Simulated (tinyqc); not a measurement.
Raising U: Hubbard chain of 6 sites, mean field against exact. Computed by the program tinyqc. 

one-body matrix (hopping and site energies) (eV):
```
         1        2        3        4        5        6
1   0.2800  -1.7700   0.0000   0.0000   0.0000   0.0000
2  -1.7700   0.4200  -1.7700   0.0000   0.0000   0.0000
3   0.0000  -1.7700   0.2500  -1.7700   0.0000   0.0000
4   0.0000   0.0000  -1.7700   0.2700  -1.7700   0.0000
5   0.0000   0.0000   0.0000  -1.7700   0.5000  -1.7700
6   0.0000   0.0000   0.0000   0.0000  -1.7700  -0.2800
```

electrons, up and down: 3  3

Collinear unrestricted mean field (the lowest of 40 random starts) against exact diagonalisation.

Exact and mean-field results (eV):

| U | U/t | E exact | E mean field | mean \|n_up - n_down\| | double occupancy, exact | first gap in the sector |
|---|---|---|---|---|---|---|
| 0.890 | 0.503 | -9.72773 | -9.66694 | 0.000 | 0.230 | 1.424 |
| 1.770 | 1.000 | -8.57815 | -8.33553 | 0.000 | 0.206 | 1.274 |
| 3.540 | 2.000 | -6.63902 | -5.75928 | 0.393 | 0.160 | 1.034 |
| 5.310 | 3.000 | -5.15604 | -3.94173 | 0.670 | 0.121 | 0.852 |
| 7.080 | 4.000 | -4.04498 | -2.76790 | 0.802 | 0.090 | 0.713 |
| 10.620 | 6.000 | -2.57666 | -1.44677 | 0.909 | 0.052 | 0.525 |
| 14.160 | 8.000 | -1.69176 | -0.74605 | 0.948 | 0.033 | 0.410 |
| 21.240 | 12.000 | -0.71199 | -0.02722 | 0.977 | 0.016 | 0.282 |
| 35.400 | 20.000 | 0.12739 | 0.55667 | 0.992 | 0.006 | 0.172 |

In absolute terms mean field is worst at U/t = 4.0, 1.277 eV too high: at small U it is nearly exact, and at large U it misses only exchange-scale energies. Its local moments set in at U/t = 2.0 of those listed, a broken symmetry that the exact state of a finite cluster with equal spins does not have. Relative to the exact energy its error is 0.6 % at the smallest U, 337 % at most and 337 % at the largest. The double occupancy falls from 0.230 to 0.006.
